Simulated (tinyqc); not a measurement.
Finite-difference solution of the diffusion equation on a small grid: one step, computed by the program tinyqc.

dC/dt = D d2C/dx2 on nodes x_j = j dx, j = 0..8; the far end is sealed.

Question. Time step 2. With r = D dt/dx^2: (1 - theta r M) C(new) = (1 + (1 - theta) r M) C(old); theta = 0 explicit, 1 implicit, 1/2 Crank-Nicolson.

Boundary at x = 0: surface loss. Scheme: Crank-Nicolson.

operator M:
```
      0     1     2     3     4     5     6     7
0  -3.8   2.0   0.0   0.0   0.0   0.0   0.0   0.0
1   1.0  -2.0   1.0   0.0   0.0   0.0   0.0   0.0
2   0.0   1.0  -2.0   1.0   0.0   0.0   0.0   0.0
3   0.0   0.0   1.0  -2.0   1.0   0.0   0.0   0.0
4   0.0   0.0   0.0   1.0  -2.0   1.0   0.0   0.0
5   0.0   0.0   0.0   0.0   1.0  -2.0   1.0   0.0
6   0.0   0.0   0.0   0.0   0.0   1.0  -2.0   1.0
7   0.0   0.0   0.0   0.0   0.0   0.0   1.0  -2.0
8   0.0   0.0   0.0   0.0   0.0   0.0   0.0   2.0

      8
0   0.0
1   0.0
2   0.0
3   0.0
4   0.0
5   0.0
6   0.0
7   1.0
8  -2.0
```

mesh ratio r = 2.295

C after step 1 (%): 8.46426  25.19767  32.54386  40.28133  19.59705  8.78662  3.64336  1.67515  1.16676

Give: C after step 2.

Answer.

C after step 2 (%): 12.43  16.22  21.59  17.02  20.59  15.16  9.61  6.09  4.95

At so large an r Crank-Nicolson steps are stable but let short waves flip sign, so sharp features can overshoot.
